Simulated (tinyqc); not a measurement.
# MOS inversion layer, Poisson-Schroedinger loop: effect of the sheet density of electrons

Electrons confined at an insulator interface at z = 0, treated as a hard wall; parabolic valleys, Hartree approximation, no image or exchange terms. The depletion charge lies far deeper than the electrons and gives a uniform field q Nd/(eps0 eps_r); the gate balances all charge. Energies are counted from the band edge at the interface.

Schroedinger equation -(C/mz) psi'' + (V0 + U) psi = E psi, C = hbar^2/(2 m0), psi(0) = 0, on a uniform mesh of 800 nodes with a far wall at 16 nm, 8 levels a set; V0 = q Nd z/(eps0 eps_r); dU/dz = q (Ns - integral of n from 0 to z)/(eps0 eps_r), U(0) = 0; N_k = g md m0 q Vt/(pi hbar^2) ln(1 + exp((EF - E_k)/Vt)), g the number of valleys of the set, sum N_k = Ns. Triangular well: E_k = a_k (C F^2/mz)^(1/3), a_1 = 2.338107, a_2 = 4.087949, C = hbar^2/(2 m0), F in eV/nm. Fang-Howard (all electrons in the lowest level of set A): b^3 = 6 (mz1/C) q (Nd + 11 Ns/32)/(eps0 eps_r), centroid 3/b, level C b^2/(4 mz1) + (3/b) q (Nd + 11 Ns/16)/(eps0 eps_r). The centroid adds 3.9 z_av/eps_r to an oxide-equivalent thickness. Shares under 0.0001 % are printed as 0.

Values chosen for this exercise; masses and permittivity close to those of 4H silicon carbide (0001): temperature T = 300 K; relative permittivity eps_r = 9.84; mass along z of valley set A (3 valley(s)) mz1 = 0.333 m0; in-plane density-of-states mass of set A md1 = 0.422 m0; sheet density of depletion charge Nd = 2.8e12 cm^-2.

Constants: q = 1.602176634e-19 C, kB = 1.380649e-23 J/K, hbar = 1.054571817e-34 J s, m0 = 9.1093837015e-31 kg, Vt = kB T/q, eps0 = 8.8541878128e-14 F/cm where lengths are in cm, hbar^2/(2 m0) = 0.0380998212 eV nm^2. Results are converted to the units shown.

Results:

| Ns (cm^-2) | A1 (meV) | A2 (meV) | EF (meV) | share of A1 (%) | share of A2 (%) | centroid z_av (nm) | added oxide equivalent (nm) | Fang-Howard centroid (nm) |
|---|---|---|---|---|---|---|---|---|
| 1e11 | 160 | 278 | 32.6 | 98.9 | 1.03 | 2.04 | 0.809 | 2.15 |
| 2.1e11 | 163 | 282 | 54.9 | 99.0 | 1.02 | 2.03 | 0.805 | 2.14 |
| 4.5e11 | 170 | 289 | 81.4 | 99.0 | 0.981 | 2.01 | 0.797 | 2.12 |
| 9.7e11 | 183 | 306 | 116 | 99.1 | 0.913 | 1.97 | 0.780 | 2.08 |
| 2.1e12 | 212 | 339 | 166 | 99.2 | 0.789 | 1.89 | 0.748 | 2.00 |
| 9.4e12 | 368 | 521 | 368 | 99.6 | 0.391 | 1.57 | 0.622 | 1.67 |
| 2e13 | 550 | 731 | 581 | 99.8 | 0.206 | 1.34 | 0.532 | 1.43 |

Estimate the missing row, Ns = 4.4e12 cm^-2.

Computed row:

| Ns (cm^-2) | A1 (meV) | A2 (meV) | EF (meV) | share of A1 (%) | share of A2 (%) | centroid z_av (nm) | added oxide equivalent (nm) | Fang-Howard centroid (nm) |
|---|---|---|---|---|---|---|---|---|
| 4.4e12 | 266 | 402 | 241 | 99.4 | 0.610 | 1.76 | 0.697 | 1.87 |

With this row back in the table: As Ns goes from 1e11 to 2e13, A1 rises from 160 to 550 meV, the share of A1 rises from 98.9 to 99.8 % and the centroid falls from 2.04 to 1.34 nm. A1 goes as Ns^(0.53) between the last two rows (a triangular well in the field of that charge alone gives 2/3). EF lies more than 2 meV above A1 for Ns = 2e13. The Fang-Howard centroid is 5.1 % above the full one in the first row, where A1 holds 98.9 %, and 6.1 % above it in the last, where A1 holds 99.8 %.

Program tinyqc, `OMP_NUM_THREADS=1 python tinyqc.py 2160046 2160047 out.jsonl`; Intel Xeon 2.30GHz, shared host, one thread, about 0.4 s.
